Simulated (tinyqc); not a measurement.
# Resistance of a tapered via with liner, size effect and interface, step by step

Numbers from tinyqc (`OMP_NUM_THREADS=1 python tinyqc.py 2750207 2750208 out.jsonl`; about 0.01 s on one thread of a shared Intel Xeon 2.30GHz). Printed values are rounded.

A round via whose diameter grows from db at the bottom as D(z) = db + 2 z/tan(ang). The fill, of diameter D - 2 tl, starts above the bottom liner (thickness fb tl) and has rho = rho0 (1 + ks lam/(D - 2 tl)); the sidewall liner conducts in parallel with it. The bottom liner and the interface are crossed over the full area pi db^2/4. Spreading in the lines above and below is left out.

Values chosen for this exercise; fill metal close to ruthenium:
- db = 39 nm (diameter at the bottom)
- hv = 140 nm (height)
- ang = 85 degrees (sidewall angle)
- rho0 = 7.62 uohm cm (bulk resistivity of the fill)
- lam = 6.41 nm (mean free path of the fill)
- ks = 0.7 (size-effect factor)
- tl = 0.1 nm (liner on the sidewall)
- fb = 0.5 (liner at the bottom over that on the sidewall)
- rl = 240 uohm cm (resistivity of the liner)
- ri = 1.2e-12 ohm cm^2 (interface resistivity at the bottom)
- Sb = 1.5e15 S/m^2 (ballistic conductance per area, about 3/(4 rho0 lam))

## Slices of the via

Slices between z0 = fb tl and hv, evaluated at their midpoints: conductance per length pi/4 [(D - 2 tl)^2/rho + (D^2 - (D - 2 tl)^2)/rl], slice resistance = slice height over that. 8 slices.

| slice | z (nm) | D (nm) | rho (uohm cm) | slice resistance (ohm) |
|---|---|---|---|---|
| 0 | 8.79688 | 40.5393 | 8.46758 | 1.15863 |
| 1 | 26.2906 | 43.6003 | 8.40780 | 0.993918 |
| 2 | 43.7844 | 46.6613 | 8.35590 | 0.861933 |
| 3 | 61.2781 | 49.7223 | 8.31042 | 0.754558 |
| 4 | 78.7719 | 52.7833 | 8.27022 | 0.666041 |
| 5 | 96.2656 | 55.8443 | 8.23446 | 0.592215 |
| 6 | 113.759 | 58.9053 | 8.20242 | 0.530004 |
| 7 | 131.253 | 61.9663 | 8.17355 | 0.477095 |

## Total resistance

R_fill = sum of the slices; R_bottom = rl fb tl/(pi db^2/4); R_interface = ri/(pi db^2/4); ballistic (Sharvin) limit 1/(Sb pi (db - 2 tl)^2/4); ideal cylinder rho0 hv/(pi db^2/4).

parts (ohm): fill 6.03439, bottom liner 0.100453, interface 0.100453
R = 6.23530 ohm
shares (%): fill 96.7779, bottom liner 1.6110, interface 1.6110
ballistic limit = 0.563839 ohm
ideal cylinder = 8.93026 ohm

The fill is the largest part, and R is 0.698 times the ideal cylinder. With 2000 slices R = 6.2421 ohm.
